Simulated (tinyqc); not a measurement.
Inside a calculation. Method: coupled-perturbed Hartree-Fock on RHF in the 6-311g basis, for H2, spin multiplicity 1. The polarisability along this axis is zero because the basis has no function that the field can mix in; the real value is not. Computed by tinyqc, a small Python program that keeps every step (integrals from PySCF). Settings: charge = 0, multiplicity = 1, basis = 6-311g, method = RHF, energy threshold = 1e-10, iteration cap = 71, orthogonalisation = canonical, start = core, DIIS depth = 6. Command: `OMP_NUM_THREADS=1 python tinyqc.py 31709 31710 out.jsonl` (the two numbers bound the seeds that draw the settings). One thread of a shared host (Intel(R) Xeon(R) Processor @ 2.60GHz), about 0.1 s of CPU time with the checks. Later iterations appear only in the table of the cycle.

## One-electron integrals

Geometry (angstrom):

| atom | x | y | z |
|---|---|---|---|
| H | 0.000000 | 0.000000 | 0.000000 |
| H | 0.000000 | 0.000000 | 1.057000 |

Basis 6-311g: exponents (1/bohr^2) and contraction coefficients of normalised primitives:

| element | l (shell) | exponent | coefficient |
|---|---|---|---|
| H | s (1) | 33.865000 | 0.025494 |
| H | s (1) | 5.094790 | 0.190373 |
| H | s (1) | 1.158790 | 0.852161 |
| H | s (2) | 0.325840 | 1.000000 |
| H | s (3) | 0.102741 | 1.000000 |

Overlap, kinetic and nuclear-attraction integrals over the contracted functions; the nuclear repulsion is the sum of Za Zb / Rab.

nuclear repulsion = 0.50064069 hartree

overlap S, lower triangle:
```
          1H 1s     1H 2s     1H 3s     2H 1s     2H 2s     2H 3s
1H 1s  1.000000
1H 2s  0.706377  1.000000
1H 3s  0.373664  0.788963  1.000000
2H 1s  0.077211  0.251647  0.255924  1.000000
2H 2s  0.251647  0.522039  0.577710  0.706377  1.000000
2H 3s  0.255924  0.577710  0.814683  0.373664  0.788963  1.000000
```

kinetic energy T (hartree), lower triangle:
```
           1H 1s     1H 2s     1H 3s     2H 1s     2H 2s     2H 3s
1H 1s   2.304348
1H 2s   0.549119  0.488760
1H 3s   0.106346  0.184881  0.154112
2H 1s  -0.090454  0.060646  0.054447  2.304348
2H 2s   0.060646  0.144584  0.107251  0.549119  0.488760
2H 3s   0.054447  0.107251  0.108397  0.106346  0.184881  0.154112
```

nuclear attraction V (hartree), lower triangle:
```
           1H 1s      1H 2s      1H 3s      2H 1s      2H 2s      2H 3s
1H 1s  -2.611731
1H 2s  -1.414181  -1.400237
1H 3s  -0.701805  -0.952355  -0.911821
2H 1s  -0.154700  -0.501176  -0.486968  -2.611731
2H 2s  -0.501176  -0.779662  -0.732838  -1.414181  -1.400237
2H 3s  -0.486968  -0.732838  -0.779812  -0.701805  -0.952355  -0.911821
```

core Hamiltonian H = T + V (hartree), lower triangle:
```
           1H 1s      1H 2s      1H 3s      2H 1s      2H 2s      2H 3s
1H 1s  -0.307383
1H 2s  -0.865062  -0.911477
1H 3s  -0.595459  -0.767474  -0.757710
2H 1s  -0.245154  -0.440530  -0.432520  -0.307383
2H 2s  -0.440530  -0.635078  -0.625587  -0.865062  -0.911477
2H 3s  -0.432520  -0.625587  -0.671415  -0.595459  -0.767474  -0.757710
```

## Two-electron integrals

Functions are numbered as in S; the eight-fold symmetry (ij|kl) = (ji|kl) = (kl|ij) leaves the list below.

Two-electron integrals (ij|kl) in chemists' order, unique and non-zero (hartree):
```
(11|11) 1.393035   (21|11) 0.822971   (21|21) 0.509703   (22|11) 0.822904
(22|21) 0.543028   (22|22) 0.644106   (31|11) 0.411256   (31|21) 0.257757
(31|22) 0.279868   (31|31) 0.130794   (32|11) 0.543681   (32|21) 0.365771
(32|22) 0.452669   (32|31) 0.189803   (32|32) 0.325140   (33|11) 0.494021
(33|21) 0.340115   (33|22) 0.445993   (33|31) 0.178035   (33|32) 0.331779
(33|33) 0.361682   (41|11) 0.069602   (41|21) 0.045682   (41|22) 0.053149
(41|31) 0.023482   (41|32) 0.036897   (41|33) 0.035613   (41|41) 0.007230
(42|11) 0.154821   (42|21) 0.106851   (42|22) 0.138327   (42|31) 0.055904
(42|32) 0.100994   (42|33) 0.104874   (42|41) 0.019139   (42|42) 0.063681
(43|11) 0.136772   (43|21) 0.095310   (43|22) 0.127003   (43|31) 0.050072
(43|32) 0.094423   (43|33) 0.101156   (43|41) 0.017119   (43|42) 0.061395
(43|43) 0.061233   (44|11) 0.499976   (44|21) 0.351793   (44|22) 0.480654
(44|31) 0.185562   (44|32) 0.361496   (44|33) 0.392383   (44|41) 0.069602
(44|42) 0.275135   (44|43) 0.279433   (44|44) 1.393035   (51|11) 0.275135
(51|21) 0.172735   (51|22) 0.188001   (51|31) 0.087691   (51|32) 0.127595
(51|33) 0.119789   (51|41) 0.019139   (51|42) 0.046152   (51|43) 0.041038
(51|44) 0.154821   (51|51) 0.063681   (52|11) 0.364154   (52|21) 0.245073
(52|22) 0.303114   (52|31) 0.127173   (52|32) 0.217477   (52|33) 0.221277
(52|41) 0.032433   (52|42) 0.095448   (52|43) 0.090329   (52|44) 0.364154
(52|51) 0.095448   (52|52) 0.175535   (53|11) 0.308179   (53|21) 0.211790
(53|22) 0.275872   (53|31) 0.110771   (53|32) 0.204052   (53|33) 0.219317
(53|41) 0.029319   (53|42) 0.095123   (53|43) 0.094049   (53|44) 0.387023
(53|51) 0.083527   (53|52) 0.169089   (53|53) 0.174332   (54|11) 0.351793
(54|21) 0.246630   (54|22) 0.334229   (54|31) 0.129897   (54|32) 0.250916
(54|33) 0.272968   (54|41) 0.045682   (54|42) 0.172735   (54|43) 0.175416
(54|44) 0.822971   (54|51) 0.106851   (54|52) 0.245073   (54|53) 0.261051
(54|54) 0.509703   (55|11) 0.480654   (55|21) 0.334229   (55|22) 0.447142
(55|31) 0.175560   (55|32) 0.335382   (55|33) 0.368369   (55|41) 0.053149
(55|42) 0.188001   (55|43) 0.190961   (55|44) 0.822904   (55|51) 0.138327
(55|52) 0.303114   (55|53) 0.325028   (55|54) 0.543028   (55|55) 0.644106
(61|11) 0.279433   (61|21) 0.175416   (61|22) 0.190961   (61|31) 0.089053
(61|32) 0.129633   (61|33) 0.121749   (61|41) 0.017119   (61|42) 0.041038
(61|43) 0.036690   (61|44) 0.136772   (61|51) 0.061395   (61|52) 0.090329
(61|53) 0.078900   (61|54) 0.095310   (61|55) 0.127003   (61|61) 0.061233
(62|11) 0.387023   (62|21) 0.261051   (62|22) 0.325028   (62|31) 0.135590
(62|32) 0.234238   (62|33) 0.240387   (62|41) 0.029319   (62|42) 0.083527
(62|43) 0.078900   (62|44) 0.308179   (62|51) 0.095123   (62|52) 0.169089
(62|53) 0.161755   (62|54) 0.211790   (62|55) 0.275872   (62|61) 0.094049
(62|62) 0.174332   (63|11) 0.378217   (63|21) 0.261179   (63|22) 0.345321
(63|31) 0.136879   (63|32) 0.258315   (63|33) 0.284893   (63|41) 0.030836
(63|42) 0.096567   (63|43) 0.095245   (63|44) 0.378217   (63|51) 0.096567
(63|52) 0.189679   (63|53) 0.195472   (63|54) 0.261179   (63|55) 0.345321
(63|61) 0.095245   (63|62) 0.195472   (63|63) 0.240051   (64|11) 0.185562
(64|21) 0.129897   (64|22) 0.175560   (64|31) 0.068379   (64|32) 0.131740
(64|33) 0.143477   (64|41) 0.023482   (64|42) 0.087691   (64|43) 0.089053
(64|44) 0.411256   (64|51) 0.055904   (64|52) 0.127173   (64|53) 0.135590
(64|54) 0.257757   (64|55) 0.279868   (64|61) 0.050072   (64|62) 0.110771
(64|63) 0.136879   (64|64) 0.130794   (65|11) 0.361496   (65|21) 0.250916
(65|22) 0.335382   (65|31) 0.131740   (65|32) 0.252111   (65|33) 0.279471
(65|41) 0.036897   (65|42) 0.127595   (65|43) 0.129633   (65|44) 0.543681
(65|51) 0.100994   (65|52) 0.217477   (65|53) 0.234238   (65|54) 0.365771
(65|55) 0.452669   (65|61) 0.094423   (65|62) 0.204052   (65|63) 0.258315
(65|64) 0.189803   (65|65) 0.325140   (66|11) 0.392383   (66|21) 0.272968
(66|22) 0.368369   (66|31) 0.143477   (66|32) 0.279471   (66|33) 0.317791
(66|41) 0.035613   (66|42) 0.119789   (66|43) 0.121749   (66|44) 0.494021
(66|51) 0.104874   (66|52) 0.221277   (66|53) 0.240387   (66|54) 0.340115
(66|55) 0.445993   (66|61) 0.101156   (66|62) 0.219317   (66|63) 0.284893
(66|64) 0.178035   (66|65) 0.331779   (66|66) 0.361682
```

## Orthogonalisation

S = U s U^T; canonical form X = U s^(-1/2), so that X^T S X = 1. Each column of U has its largest component positive (the first on a tie).

eigenvalues of S: 0.051063  0.131350  0.285765  0.736562  1.249239  3.546020

X:
```
               1          2          3          4          5         6
1H 1s   0.664606  -0.933600  -0.703341   0.638439   0.518680  0.155086
1H 2s  -1.895361   1.484136   0.776126   0.107823   0.340017  0.238743
1H 3s   2.399542  -0.855770   0.807855  -0.509509   0.124914  0.244853
2H 1s  -0.664606  -0.933600   0.703341   0.638439  -0.518680  0.155086
2H 2s   1.895361   1.484136  -0.776126   0.107823  -0.340017  0.238743
2H 3s  -2.399542  -0.855770  -0.807855  -0.509509  -0.124914  0.244853
```

## Starting guess

The start is the orbitals of the core Hamiltonian; D = 2 C_occ C_occ^T.

D at the start, lower triangle:
```
          1H 1s     1H 2s     1H 3s     2H 1s     2H 2s     2H 3s
1H 1s  0.074840
1H 2s  0.154439  0.318697
1H 3s  0.018815  0.038826  0.004730
2H 1s  0.074840  0.154439  0.018815  0.074840
2H 2s  0.154439  0.318697  0.038826  0.154439  0.318697
2H 3s  0.018815  0.038826  0.004730  0.018815  0.038826  0.004730
```

## Iteration 1: building the Fock matrix

J_ij = sum D_kl (ij|kl), K_ij = sum D_kl (ik|jl); F = H + J - 0.5 K; E = tr D H + tr D J / 2 - 0.25 tr D K + E_nn.

Coulomb J (hartree), lower triangle:
```
          1H 1s     1H 2s     1H 3s     2H 1s     2H 2s     2H 3s
1H 1s  1.465466
1H 2s  0.965267  1.162331
1H 3s  0.498119  0.828846  0.840563
2H 1s  0.120061  0.363021  0.349584  1.465466
2H 2s  0.363021  0.655100  0.636864  0.965267  1.162331
2H 3s  0.349584  0.636864  0.716143  0.498119  0.828846  0.840563
```

exchange K (hartree), lower triangle:
```
          1H 1s     1H 2s     1H 3s     2H 1s     2H 2s     2H 3s
1H 1s  0.841735
1H 2s  0.836137  0.954477
1H 3s  0.589058  0.718437  0.564977
2H 1s  0.425939  0.613864  0.523915  0.841735
2H 2s  0.613864  0.813063  0.672658  0.836137  0.954477
2H 3s  0.523915  0.672658  0.549030  0.589058  0.718437  0.564977
```

Fock matrix F (hartree), lower triangle:
```
           1H 1s      1H 2s      1H 3s      2H 1s      2H 2s      2H 3s
1H 1s   0.737216
1H 2s  -0.317864  -0.226384
1H 3s  -0.391869  -0.297846  -0.199635
2H 1s  -0.338063  -0.384441  -0.344893   0.737216
2H 2s  -0.384441  -0.386510  -0.325052  -0.317864  -0.226384
2H 3s  -0.344893  -0.325052  -0.229788  -0.391869  -0.297846  -0.199635
```

total energy of this density = -1.05098417 hartree

## Iteration 1: diagonalisation and new density

Diagonalise F' = X^T F X, C = X C', fill 1 alpha and 1 beta electrons from the bottom; D = 2 C_occ C_occ^T. Each column has its largest component positive (the first on a tie).

F' = X^T F X (hartree), lower triangle:
```
           1          2          3          4         5          6
1   1.317554
2   0.000000   2.069257
3  -0.987143   0.000000   1.325746
4   0.000000  -1.074831   0.000000   0.990330
5   0.358990   0.000000  -0.683076   0.000000  0.655941
6   0.000000  -0.045963   0.000000  -0.078210  0.000000  -0.463732
```

orbital energies (hartree): MO1 -0.474000, MO2 0.139540, MO3 0.337446, MO4 0.566856, MO5 2.592846, MO6 2.732409

coefficients C:
```
            MO1        MO2        MO3        MO4        MO5        MO6
1H 1s  0.160761   0.101781  -0.035241  -0.091688  -1.089336  -1.129681
1H 2s  0.334478   0.033598  -0.838785  -1.311496   1.609106   1.206585
1H 3s  0.144258   1.521041   0.904949   1.759751  -1.007841  -0.460600
2H 1s  0.160761  -0.101781  -0.035241   0.091688   1.089336  -1.129681
2H 2s  0.334478  -0.033598  -0.838785   1.311496  -1.609106   1.206585
2H 3s  0.144258  -1.521041   0.904949  -1.759751   1.007841  -0.460600
```

D after iteration 1, lower triangle:
```
          1H 1s     1H 2s     1H 3s     2H 1s     2H 2s     2H 3s
1H 1s  0.051688
1H 2s  0.107542  0.223752
1H 3s  0.046382  0.096503  0.041621
2H 1s  0.051688  0.107542  0.046382  0.051688
2H 2s  0.107542  0.223752  0.096503  0.107542  0.223752
2H 3s  0.046382  0.096503  0.041621  0.046382  0.096503  0.041621
```

## Iteration 6 (converged): orbitals

converged F (hartree), lower triangle:
```
           1H 1s      1H 2s      1H 3s      2H 1s      2H 2s      2H 3s
1H 1s   0.690920
1H 2s  -0.338418  -0.265625
1H 3s  -0.409865  -0.344025  -0.257502
2H 1s  -0.314113  -0.377420  -0.355497   0.690920
2H 2s  -0.377420  -0.404633  -0.363198  -0.338418  -0.265625
2H 3s  -0.355497  -0.363198  -0.283769  -0.409865  -0.344025  -0.257502
```

As before.

F' = X^T F X (hartree), lower triangle:
```
           1          2          3          4         5          6
1   1.296946
2   0.000000   2.025777
3  -0.964678   0.000000   1.282603
4   0.000000  -1.039877   0.000000   0.964724
5   0.348273   0.000000  -0.663632   0.000000  0.590408
6   0.000000  -0.039631   0.000000  -0.050619  0.000000  -0.510823
```

orbital energies (hartree): MO1 -0.515675, MO2 0.112459, MO3 0.332695, MO4 0.535387, MO5 2.522111, MO6 2.662658

coefficients C:
```
            MO1        MO2        MO3        MO4        MO5        MO6
1H 1s  0.156327   0.109026  -0.045247  -0.098285  -1.088059  -1.129947
1H 2s  0.306313   0.092768  -0.846291  -1.291052   1.623254   1.208820
1H 3s  0.176539   1.436713   0.897305   1.820529  -1.023506  -0.464299
2H 1s  0.156327  -0.109026  -0.045247   0.098285   1.088059  -1.129947
2H 2s  0.306313  -0.092768  -0.846291   1.291052  -1.623254   1.208820
2H 3s  0.176539  -1.436713   0.897305  -1.820529   1.023506  -0.464299
```

D after iteration 6, lower triangle:
```
          1H 1s     1H 2s     1H 3s     2H 1s     2H 2s     2H 3s
1H 1s  0.048876
1H 2s  0.095770  0.187656
1H 3s  0.055196  0.108152  0.062332
2H 1s  0.048876  0.095770  0.055196  0.048876
2H 2s  0.095770  0.187656  0.108152  0.095770  0.187656
2H 3s  0.055196  0.108152  0.062332  0.055196  0.108152  0.062332
```

## Convergence

Stop when the energy changes by less than 1e-10 hartree and every element of the error matrix X^T (F D S - S D F) X is below 3e-06.

Course of the cycle:

| iteration | E (hartree) | change | largest element of the error matrix |
|---|---|---|---|
| 1 | -1.05098417 | - | 2.48e-01 |
| 2 | -1.08437881 | -3.34e-02 | 4.94e-02 |
| 3 | -1.08620760 | -1.83e-03 | 4.12e-03 |
| 4 | -1.08621817 | -1.06e-05 | 1.44e-04 |
| 5 | -1.08621819 | -1.69e-08 | 6.38e-07 |
| 6 | -1.08621819 | -2.23e-13 | 3.16e-07 |

PySCF RHF in the same basis = -1.08621819 hartree

Converged in 6 iterations.

## Populations, bond orders and dipole

Mulliken: Z minus the diagonal of D S on the atom; Loewdin: the same with S^(1/2) D S^(1/2); Mayer order: 2 sum_s sum (D(s) S)_ij (D(s) S)_ji over the two atoms.

Charges (e):

| atom | Mulliken | Loewdin |
|---|---|---|
| 1H | 0 | 0 |
| 2H | 0.000000 | 0 |

Mayer bond orders:

| pair | order |
|---|---|
| 2-1 | 1.000000 |

dipole moment about the origin, x y z (debye): 0.000000  0.000000  0.000000

## Integrals over molecular orbitals

(pq|rs) = sum C_ip C_jq C_kr C_ls (ij|kl), one index at a time.

one-electron integrals over orbitals h = C^T H C (hartree), lower triangle:
```
           1          2          3          4         5         6
1  -1.071184
2   0.000000  -0.557394
3   0.117016   0.000000  -0.320486
4   0.000000   0.203150   0.000000  -0.259522
5   0.000000   0.031672   0.000000  -0.191328  1.431608
6   0.055536   0.000000  -0.131018   0.000000  0.000000  1.556549
```

Two-electron integrals over orbitals (pq|rs), unique and non-zero (hartree):
```
(11|11) 0.555509    (21|21) 0.079404    (22|11) 0.374629    (22|22) 0.322264
(31|11) -0.117016   (31|22) -0.042931   (31|31) 0.053615    (32|21) 0.009583
(32|32) 0.027959    (33|11) 0.353398    (33|22) 0.283415    (33|31) -0.039903
(33|33) 0.280930    (41|21) -0.076192   (41|32) 0.012949    (41|41) 0.092601
(42|11) -0.139671   (42|22) -0.064406   (42|31) 0.050321    (42|33) -0.053201
(42|42) 0.067636    (43|21) 0.055619    (43|32) 0.011896    (43|41) -0.051147
(43|43) 0.045976    (44|11) 0.443755    (44|22) 0.336788    (44|31) -0.079001
(44|33) 0.303895    (44|42) -0.100091   (44|44) 0.384587    (51|21) -0.028431
(51|32) 0.020846    (51|41) 0.051270    (51|43) -0.027691   (51|51) 0.070472
(52|11) -0.030052   (52|22) 0.003346    (52|31) 0.025330    (52|33) -0.006976
(52|42) 0.015088    (52|44) -0.021928   (52|52) 0.031733    (53|21) 0.035201
(53|32) -0.010285   (53|41) -0.046866   (53|43) 0.024725    (53|51) -0.040313
(53|53) 0.031214    (54|11) 0.121299    (54|22) 0.043759    (54|31) -0.056023
(54|33) 0.046256    (54|42) -0.054719   (54|44) 0.086864    (54|52) -0.042309
(54|54) 0.081584    (55|11) 0.580487    (55|22) 0.390701    (55|31) -0.136924
(55|33) 0.358713    (55|42) -0.160218   (55|44) 0.478371    (55|52) -0.065515
(55|54) 0.179583    (55|55) 0.703495    (61|11) -0.055536   (61|22) -0.020345
(61|31) 0.035767    (61|33) -0.017475   (61|42) 0.032763    (61|44) -0.051730
(61|52) 0.039194    (61|54) -0.064362   (61|55) -0.124955   (61|61) 0.067868
(62|21) -0.016128   (62|32) 0.009235    (62|41) 0.027176    (62|43) -0.017332
(62|51) 0.039155    (62|53) -0.020828   (62|62) 0.023982    (63|11) 0.083392
(63|22) 0.040100    (63|31) -0.033638   (63|33) 0.031571    (63|42) -0.038156
(63|44) 0.063812    (63|52) -0.020386   (63|54) 0.047390    (63|55) 0.120992
(63|61) -0.037869   (63|63) 0.031906    (64|21) 0.035409    (64|32) -0.020482
(64|41) -0.056074   (64|43) 0.027316    (64|51) -0.062246   (64|53) 0.039990
(64|62) -0.035564   (64|64) 0.061963    (65|21) 0.121914    (65|32) -0.014610
(65|41) -0.144674   (65|43) 0.090960    (65|51) -0.117095   (65|53) 0.090599
(65|62) -0.065993   (65|64) 0.118898    (65|65) 0.295409    (66|11) 0.586989
(66|22) 0.385360    (66|31) -0.137295   (66|33) 0.361881    (66|42) -0.162032
(66|44) 0.477347    (66|52) -0.067032   (66|54) 0.179642    (66|55) 0.698312
(66|61) -0.116748   (66|63) 0.118111    (66|66) 0.704681
```

## Response to a field: uncoupled start

dipole integrals <a|y|i> (bohr):
```
          i1
a2  0.000000
a3  0.000000
a4  0.000000
a5  0.000000
a6  0.000000
```

Field along y; U_ai = -mu_ai / (e_a - e_i), alpha = -4 sum U_ai mu_ai.

uncoupled U:
```
          i1
a2  0.000000
a3  0.000000
a4  0.000000
a5  0.000000
a6  0.000000
```

uncoupled polarisability = 0.000000 bohr^3

## Coupled step 1

U_ai = -(mu_ai + sum_bj [4 (ai|bj) - (ab|ij) - (aj|bi)] U_bj) / (e_a - e_i); alpha = -4 sum U_ai mu_ai.

U after step 1:
```
          i1
a2  0.000000
a3  0.000000
a4  0.000000
a5  0.000000
a6  0.000000
```

polarisability = 0.000000 bohr^3

## Coupled polarisability

Repeat until U stops changing; compare with -d2E/dF2.

Course of the coupled iterations:

| step | alpha (bohr^3) |
|---|---|
| 0 | 0.000000 |
| 1 | 0.000000 |

coupled polarisability = 0.000000 bohr^3

finite-field check, fields of +/-0.001 au = 1.48e-07 bohr^3
